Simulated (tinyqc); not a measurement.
Tunnelling through a two-layer gate stack, WKB transmission and Tsu-Esaki current: two steps of the calculation.

Electrons leave the emitter at x = 0. Energies E (motion across the layers) are in eV from the emitter Fermi level; the collector Fermi level lies at -V and offers states at every E. No charge in the dielectric and no image force: F1 = V/(t1 + t2 eps1/eps2), F2 = F1 eps1/eps2; U = phi1 - F1 x in layer 1 and phi2 - F1 t1 - F2 (x - t1) in layer 2. With C = hbar^2/(2 m0), kappa = sqrt(m (U - E)/C) where U > E and 0 elsewhere; T(E) = exp(-S), S = 2 times the integral of kappa over x.

Values chosen for this exercise; layer 1 close to silicon dioxide, layer 2 close to hafnium oxide: temperature T = 300 K; Fermi energy of the emitter above its band bottom Ef = 0.31 eV; emitter mass in the supply function me = 1 m0; barrier of layer 1 above the emitter Fermi level at zero bias phi1 = 2.96 eV; tunnelling mass of layer 1 m1 = 0.5 m0; thickness of layer 1 t1 = 0.6 nm; relative permittivity of layer 1 eps1 = 4.05; barrier of layer 2 at zero bias phi2 = 1.46 eV; tunnelling mass of layer 2 m2 = 0.21 m0; thickness of layer 2 t2 = 3.5 nm; relative permittivity of layer 2 eps2 = 21.2; voltage across the dielectric V = 1.2 V; energy of the electron followed E = 0 eV; cells in each layer nc = 3; lower end of the energy grid Ea = -0.31 eV; upper end of the energy grid Eb = 0.35 eV; points of the energy grid nE = 13.

Constants: q = 1.602176634e-19 C, kB = 1.380649e-23 J/K, hbar = 1.054571817e-34 J s, m0 = 9.1093837015e-31 kg, Vt = kB T/q, hbar^2/(2 m0) = 0.0380998212 eV nm^2. Results are converted to the units shown.

Task 1. WKB exponent by the midpoint rule. Cut each layer into nc equal cells, take U and kappa at the cell centres, and sum S = 2 sum kappa h.

Find: x; U; kappa; S; T(E).

Result 1.

| cell | x (nm) | U (eV) | kappa (1/nm) |
|---|---|---|---|
| 0 | 0.1000 | 2.8654 | 6.1322 |
| 1 | 0.3000 | 2.6762 | 5.9263 |
| 2 | 0.5000 | 2.4870 | 5.7130 |
| 3 | 1.1833 | 0.7870 | 2.0828 |
| 4 | 2.3500 | 0.5762 | 1.7822 |
| 5 | 3.5167 | 0.3654 | 1.4192 |

S = 19.438
T(E) = 3.6145e-9

Task 2. Current density on a coarse energy grid. Each layer adds (2/F) sqrt(m/C) [G(u at its left edge) - G(u at its right edge)] to S, with u = U - E (0 where negative) and G(u) = (2/3) u^1.5. The slope follows from 1/d = -dS/dE.

J = J0 times the integral of T(E) N(E) dE, N = ln[(1 + exp(-E/Vt))/(1 + exp((-E - V)/Vt))], J0 = q^2 me m0 kB T/(2 pi^2 hbar^3) (times 1e-4 for A/cm^2 per eV), by Simpson's rule on nE equally spaced points from Ea to Eb.

Find: E; T(E); N; T(E) N; J0; J.

Result 2.

| point | E (eV) | T(E) | N | T(E) N |
|---|---|---|---|---|
| 0 | -0.31000 | 1.1384e-10 | 11.991 | 1.3651e-9 |
| 1 | -0.25500 | 2.0052e-10 | 9.8639 | 1.9779e-9 |
| 2 | -0.20000 | 3.5991e-10 | 7.7368 | 2.7845e-9 |
| 3 | -0.14500 | 6.5974e-10 | 5.6125 | 3.7028e-9 |
| 4 | -0.09000 | 1.2386e-9 | 3.5117 | 4.3497e-9 |
| 5 | -0.03500 | 2.3906e-9 | 1.5836 | 3.7857e-9 |
| 6 | 0.02000 | 4.7660e-9 | 0.37935 | 1.8080e-9 |
| 7 | 0.07500 | 9.8813e-9 | 0.053504 | 5.2869e-10 |
| 8 | 0.13000 | 2.1520e-8 | 0.0065265 | 1.4045e-10 |
| 9 | 0.18500 | 5.0069e-8 | 7.7977e-4 | 3.9042e-11 |
| 10 | 0.24000 | 1.2919e-7 | 9.2930e-5 | 1.2006e-11 |
| 11 | 0.29500 | 4.1123e-7 | 1.1072e-5 | 4.5530e-12 |
| 12 | 0.35000 | 1.3077e-6 | 1.3190e-6 | 1.7250e-12 |

J0 = 4.1837e8 A/(cm^2 eV)
J = 0.45798 A/cm^2

The integrand peaks at E = -0.0900 eV among these points.

Range of the model: A layer thinner than 0.8 nm holds only a few atomic planes, where an effective mass is a rough description.

tinyqc, about 0.04 s, one thread, Intel Xeon 2.30GHz (shared host): `OMP_NUM_THREADS=1 python tinyqc.py 2540059 2540060 out.jsonl`
